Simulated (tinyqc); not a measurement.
Short-period [001] superlattice in sp3s* tight binding, step by step. Values are carried at full precision from step to step, so a last printed digit may differ when a step is redone from the rounded ones.

sp3s* tight binding, nearest neighbours only: anion (a) at 0, cation (c) at a/4 (1,1,1), orbitals s, px, py, pz, s* on each; k in units of 2 pi/a. With phases e_j = exp(i (pi/2) k.n_j) for n = (1,1,1), (1,-1,-1), (-1,1,-1), (-1,-1,1): g0 = (e1+e2+e3+e4)/4, g1 = (e1+e2-e3-e4)/4, g2 = (e1-e2+e3-e4)/4, g3 = (e1-e2-e3+e4)/4. The diagonal holds the levels Esa, Epa, Exa (s*) and Esc, Epc, Exc. Anion-cation block: <sa|sc> = Vss g0; <sa|xc> = Vsapc g1; <xa|sc> = -Vscpa g1; <xa|xc> = Vxx g0; <xa|yc> = <ya|xc> = Vxy g3, <xa|zc> = <za|xc> = Vxy g2, <ya|zc> = <za|yc> = Vxy g1; <s*a|xc> = Vxapc g1; <xa|s*c> = -Vpaxc g1; y and z take g2 and g3 in place of g1; s-s* and s*-s* vanish.

Values chosen for the exercise (A near a published set for GaAs, B for AlAs; not measured data): pA = (-8.347, 1.038, -2.661, 3.66, 8.584, 6.731, -6.449, 1.955, 5.086, 4.493, 5.779, 4.835, 4.816) eV (order Esa, Epa, Esc, Epc, Exa, Exc, Vss, Vxx, Vxy, Vsapc, Vscpa, Vxapc, Vpaxc); pB = (-7.537, 0.982, -1.164, 3.591, 7.466, 6.709, -6.68, 1.88, 4.282, 5.098, 5.507, 4.511, 5.007) eV (the same for B); dEv = 0.43 eV (valence offset: Ev(B) lies this far below Ev(A)); n = 2 (monolayers of A); m = 1 (monolayers of B).

## Band line-up of the two bulk crystals

Edges on the common scale: Ev, the conduction level at Gamma, the minimum on (kx,0,0) for kx from 0.5 to 1, and the level at X.

Edges (eV):
```
crystal,Ev,Gamma,Delta minimum,X
A,0.0000,1.5487,2.0398,2.0398
B,-0.4300,2.6224,1.8362,1.8688
```

For Gamma electrons A is the well, 1.074 eV deep; for X electrons B is, 0.171 eV deep; holes sit in A.

## Shifted levels

Planes alternate anion, cation along [001], a/4 apart; at zero in-plane momentum s, pz, s* form one block. All levels of A are shifted so that its Ev (lower root of [[Epa, Vxx], [Vxx, Epc]]) is 0, and those of B so that its Ev is -dEv. A monolayer is an anion plane and the cation plane above it; an anion between unlike cations takes the mean of the two anion levels; each bond takes the couplings of its cation. Block from an anion to the cation above: U with Vss/2 (s,s), Vsapc/2 (s,z), -Vscpa/2 (z,s), Vxx/2 (z,z), Vxapc/2 (s*,z), -Vpaxc/2 (z,s*); to the cation below: the same with the s-z and s*-z signs reversed. The cell of n + m monolayers is closed with the phase exp(2 pi i q). No spin-orbit coupling. In this block 2 (n + m) levels are filled.

Parameters in the order Esa, Epa, Esc, Epc, Exa, Exc, Vss, Vxx, Vxy, Vsapc, Vscpa, Vxapc, Vpaxc. Find Ev of each set and shift the levels.

Ev before the shift (eV): A -0.0049, B -0.0018

Levels (eV):
```
plane,s,p,s*
anion A,-8.3421,1.0429,8.5889
cation A,-2.6561,3.6649,6.7359
anion B,-7.9652,0.5538,7.0378
cation B,-1.5922,3.1628,6.2808
interface anion,-8.1537,0.7983,7.8133
```

## The matrix for n = 2, m = 1 at q = 0

Planes in the order a1, c1, a2, c2, ...; the A cations come first.

H (eV), lower triangle:
```
,sa1,za1,*a1,sc1,zc1,*c1,sa2,za2,*a2,sc2,zc2,*c2,sa3,za3,*a3,sc3,zc3,*c3
sa1,-8.154
za1,0,0.798
*a1,0,0,7.813
sc1,-3.224,-2.889,0,-2.656
zc1,2.247,0.978,2.417,0,3.665
*c1,0,-2.408,0,0,0,6.736
sa2,0,0,0,-3.224,-2.247,0,-8.342
za2,0,0,0,2.889,0.978,2.408,0,1.043
*a2,0,0,0,0,-2.417,0,0,0,8.589
sc2,0,0,0,0,0,0,-3.224,-2.889,0,-2.656
zc2,0,0,0,0,0,0,2.247,0.978,2.417,0,3.665
*c2,0,0,0,0,0,0,0,-2.408,0,0,0,6.736
sa3,0,0,0,0,0,0,0,0,0,-3.224,-2.247,0,-8.154
za3,0,0,0,0,0,0,0,0,0,2.889,0.978,2.408,0,0.798
*a3,0,0,0,0,0,0,0,0,0,0,-2.417,0,0,0,7.813
sc3,-3.340,2.753,0,0,0,0,0,0,0,0,0,0,-3.340,-2.753,0,-1.592
zc3,-2.549,0.940,-2.256,0,0,0,0,0,0,0,0,0,2.549,0.940,2.256,0,3.163
*c3,0,2.503,0,0,0,0,0,0,0,0,0,0,0,-2.503,0,0,0,6.281
```

## Levels of the small cell

Diagonalise (s, pz, s* block of a cell with n = 2, m = 1; px and py are apart). The lowest 6 levels are filled. Give the share of the cation weight of the lowest empty level that lies on the A cations, c1 and c2.

levels (eV): -12.436  -11.056  -10.886  -5.806  -5.470  -0.141  1.820  2.225  2.235  2.719  2.835  4.522  6.585  8.047  9.328  9.455  10.490  11.080

share on A cations = 0.837

The lowest empty level is number 7, at 1.820 eV.

## Checks

- Cell of two equal monolayers against the bulk levels at Gamma and X: they agree to 1e-10 or better.

(tinyqc, `OMP_NUM_THREADS=1 python tinyqc.py 1452109 1452110 out.jsonl`, Intel(R) Xeon(R) Processor @ 2.30GHz, 1 thread, shared host, about 0.6 s.)
